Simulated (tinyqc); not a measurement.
Hydrogen passivation and dissociation of interface defects with a spread of activation energies: one step, computed by the program tinyqc. Command: `OMP_NUM_THREADS=1 python tinyqc.py 3003993 3003994 out.jsonl passivation walk`. One thread of a shared host (Intel(R) Xeon(R) Processor @ 2.30GHz), about 0.01 s of CPU time with the checks.

Active defects P react as P + H2 -> HP + H and HP -> P + H; released atomic hydrogen is removed. All defects start active. Activation energies are normally distributed, independently for the two reactions.

Task: A five-point average. a = k_f0 [H2] exp(-E_f/k_B T), b = k_d0 exp(-E_d/k_B T); the active share of one kind of site is b/(a + b) + (a/(a + b)) exp(-(a + b) t). Gauss-Hermite nodes for a unit normal variable, z = 0, +/-1.355626, +/-2.856970 with weights 0.533333, 0.222076, 0.011257; E_f + s_f z is varied at the mean E_d.

Inputs (values chosen for the exercise, for a model interface): mean passivation energy E_f = 1.56 eV; spread s_f = 0.13 eV; prefactor k_f0 = 3e-09 cm^3/s; mean dissociation energy E_d = 2.82 eV; prefactor k_d0 = 3.8e+13 1/s; dissolved hydrogen [H2] = 2.7e+16 cm^-3; anneal temperature T = 580 K; anneal time t = 16000 s.

Ambient: hydrogen.

Constants: k_B = 8.617333262e-05 eV/K.

Give: Nodes; active share, five points.

Result:

Nodes:
```
z            weight  energy (eV)  rate (1/s)  active share
-2.856970  0.011257       1.1886  3.8060e-03    3.1302e-09
-1.355626  0.222076       1.3838  7.6655e-05    2.9332e-01
0.000000   0.533333       1.5600  2.2554e-06    9.6456e-01
1.355626   0.222076       1.7362  6.6359e-08    9.9894e-01
2.856970   0.011257       1.9314  1.3365e-09    9.9998e-01
```

active share, five points = 0.81267

Caution: the spread exceeds 1.3 k_B T, so the integrand is step-like and five points are a rough average.
